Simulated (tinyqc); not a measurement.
Inside a calculation. Method: plane-wave Kohn-Sham cycle with exchange-only LDA in a layered model solid. Computed by tinyqc, a small Python program that keeps every step. Settings: points = 16, plane-wave index or count = 3, electrons = 4, k points = 4, area = 12.0, mixing = 0.8, iteration cap = 65. Command: `OMP_NUM_THREADS=1 python tinyqc.py 27456 27457 out.jsonl` (the two numbers bound the seeds that draw the settings). One thread of a shared host (Intel(R) Xeon(R) Processor @ 2.60GHz), about 0.03 s of CPU time with the checks. Later iterations appear only in the table of the cycle.

## Iteration 1: potential

A solid whose potential varies along x alone (atomic units):
```
parameter                      value
period a                   13.300000
cross-section of the cell  12.000000
electrons per cell                 4
grid points                       16
plane waves -n..n, n               3
k points                           4
V1 in V1 cos(2 pi x/a)     -0.310000
V2 in V2 cos(4 pi x/a)      0.110000
```

density at the start, on the grid x_j = j a/N (e/bohr^3): 0.025063  0.025063  0.025063  0.025063  0.025063  0.025063  0.025063  0.025063  0.025063  0.025063  0.025063  0.025063  0.025063  0.025063  0.025063  0.025063

V_H(G) = 4 pi rho(G)/G^2 for G != 0 (uniform background); v_x = -(3 rho/pi)^(1/3); V = V_ext + V_H + v_x; Fourier components f(G_m) = (1/N) sum_j f(x_j) exp(-i G_m x_j).

Potentials on the grid (hartree):
```
x          V_ext     V_H      v_x        V
0.0000   -0.2000  0.0000  -0.2882  -0.4882
0.8313   -0.2086  0.0000  -0.2882  -0.4968
1.6625   -0.2192  0.0000  -0.2882  -0.5074
2.4937   -0.1964  0.0000  -0.2882  -0.4846
3.3250   -0.1100  0.0000  -0.2882  -0.3982
4.1562    0.0409  0.0000  -0.2882  -0.2473
4.9875    0.2192  0.0000  -0.2882  -0.0690
5.8187    0.3642  0.0000  -0.2882   0.0760
6.6500    0.4200  0.0000  -0.2882   0.1318
7.4813    0.3642  0.0000  -0.2882   0.0760
8.3125    0.2192  0.0000  -0.2882  -0.0690
9.1438    0.0409  0.0000  -0.2882  -0.2473
9.9750   -0.1100  0.0000  -0.2882  -0.3982
10.8063  -0.1964  0.0000  -0.2882  -0.4846
11.6375  -0.2192  0.0000  -0.2882  -0.5074
12.4688  -0.2086  0.0000  -0.2882  -0.4968
```

V(G_m), m = 0, 1, 2, ... (hartree): -0.2882  -0.1550  0.0550  0.0000  0.0000  0.0000  0.0000

## Iteration 1: Hamiltonian at one k

k = 0.1250 2 pi / a

H(m,m') = (k + G_m)^2/2 delta + V(G_m - G_m'), with V(-G) = V(G).

H (hartree):
```
         -3       -2       -1       +0       +1       +2       +3
-3   0.6342  -0.1550   0.0550   0.0000   0.0000   0.0000   0.0000
-2  -0.1550   0.1041  -0.1550   0.0550   0.0000   0.0000   0.0000
-1   0.0550  -0.1550  -0.2027  -0.1550   0.0550   0.0000   0.0000
+0   0.0000   0.0550  -0.1550  -0.2864  -0.1550   0.0550   0.0000
+1   0.0000   0.0000   0.0550  -0.1550  -0.1470  -0.1550   0.0550
+2   0.0000   0.0000   0.0000   0.0550  -0.1550   0.2157  -0.1550
+3   0.0000   0.0000   0.0000   0.0000   0.0550  -0.1550   0.8016
```

## Iteration 1: levels at that k

Diagonalise the Hermitian matrix.

eigenvalues (hartree): -0.4409  -0.2863  -0.0896  0.1408  0.2584  0.6877  0.8494

## Iteration 1: new density

Motion across x is left out: the lowest 2 band(s) hold two electrons at each of the k points (j + 1/2)/nk - 1/2. Residual R = rho(out) - rho(in); rho(new) = rho(in) + 0.8 R. rho(out) = 2/(a A nk) sum |psi|^2 with psi = sum c exp(i G x). Harris energy E = band energy - dV sum rho (V_H/2 + v_x) + (3/4) dV sum rho v_x with rho(in), dV = a A/N, band energy = (2/nk) sum of the filled levels.

rho(out) (e/bohr^3): 0.034598  0.040767  0.049560  0.045806  0.029413  0.012782  0.003785  0.000896  0.000387  0.000896  0.003785  0.012782  0.029413  0.045806  0.049560  0.040767

density after iteration 1 (e/bohr^3): 0.032691  0.037626  0.044661  0.041657  0.028543  0.015238  0.008040  0.005729  0.005322  0.005729  0.008040  0.015238  0.028543  0.041657  0.044661  0.037626

energy per cell = -1.168581 hartree

## Iteration 2: potential

As before.

Potentials on the grid (hartree):
```
x          V_ext      V_H      v_x        V
0.0000   -0.2000   1.0043  -0.3149   0.4894
0.8313   -0.2086   0.9673  -0.3300   0.4287
1.6625   -0.2192   0.8194  -0.3494   0.2509
2.4937   -0.1964   0.5092  -0.3414  -0.0285
3.3250   -0.1100   0.0627  -0.3009  -0.3482
4.1562    0.0409  -0.4141  -0.2441  -0.6174
4.9875    0.2192  -0.8104  -0.1973  -0.7884
5.8187    0.3642  -1.0624  -0.1762  -0.8744
6.6500    0.4200  -1.1478  -0.1719  -0.8998
7.4813    0.3642  -1.0624  -0.1762  -0.8744
8.3125    0.2192  -0.8104  -0.1973  -0.7884
9.1438    0.0409  -0.4141  -0.2441  -0.6174
9.9750   -0.1100   0.0627  -0.3009  -0.3482
10.8063  -0.1964   0.5092  -0.3414  -0.0285
11.6375  -0.2192   0.8194  -0.3494   0.2509
12.4688  -0.2086   0.9673  -0.3300   0.4287
```

V(G_m), m = 0, 1, 2, ... (hartree): -0.2728  0.3573  0.0356  -0.0107  -0.0020  0.0006  0.0002

## Iteration 2: Hamiltonian at one k

k = 0.1250 2 pi / a

As before.

H (hartree):
```
         -3       -2       -1       +0       +1       +2       +3
-3   0.6495   0.3573   0.0356  -0.0107  -0.0020   0.0006   0.0002
-2   0.3573   0.1195   0.3573   0.0356  -0.0107  -0.0020   0.0006
-1   0.0356   0.3573  -0.1874   0.3573   0.0356  -0.0107  -0.0020
+0  -0.0107   0.0356   0.3573  -0.2711   0.3573   0.0356  -0.0107
+1  -0.0020  -0.0107   0.0356   0.3573  -0.1316   0.3573   0.0356
+2   0.0006  -0.0020  -0.0107   0.0356   0.3573   0.2311   0.3573
+3   0.0002   0.0006  -0.0020  -0.0107   0.0356   0.3573   0.8169
```

## Iteration 2: levels at that k

As before.

eigenvalues (hartree): -0.7537  -0.4458  -0.1194  0.2113  0.4361  0.8751  1.0232

## Iteration 2: new density

As before.

rho(out) (e/bohr^3): 0.000019  0.000062  0.000321  0.002457  0.013081  0.038001  0.061019  0.059731  0.051638  0.059731  0.061019  0.038001  0.013081  0.002457  0.000321  0.000062

density after iteration 2 (e/bohr^3): 0.006554  0.007575  0.009189  0.010297  0.016174  0.033448  0.050423  0.048931  0.042375  0.048931  0.050423  0.033448  0.016174  0.010297  0.009189  0.007575

energy per cell = -2.987583 hartree

## Convergence

Stop when sqrt(dV sum R^2) is below 1e-8, dV = a A/N.

Course of the cycle:
```
iteration  E (hartree)  norm of the residual
1            -1.168581              2.38e-01
2            -2.987583              5.09e-01
3            -5.663054              5.63e-01
4            -4.430822              5.53e-01
5            -5.493520              5.52e-01
6            -4.414108              5.52e-01
7            -5.488545              5.52e-01
8            -4.414737              5.52e-01
9            -5.488882              5.52e-01
10           -4.414706              5.52e-01
11           -5.488875              5.52e-01
...                ...                   ...
55           -5.488875              5.52e-01
56           -4.414707              5.52e-01
57           -5.488875              5.52e-01
58           -4.414707              5.52e-01
59           -5.488875              5.52e-01
60           -4.414707              5.52e-01
61           -5.488875              5.52e-01
62           -4.414707              5.52e-01
63           -5.488875              5.52e-01
64           -4.414707              5.52e-01
65           -5.488875              5.52e-01
```

Not converged within 65 iterations: the residual has stopped falling: the iteration swings between two states. Reruns (cap 100 unless said): mixing 0.1: not converged; mixing 0.5, Kerker q0 1.0: converged in 38 (E = -0.81542); mixing 0.3, Pulay depth 5: converged in 16 (E = -0.81542); the original settings with a cap of 400: not converged.
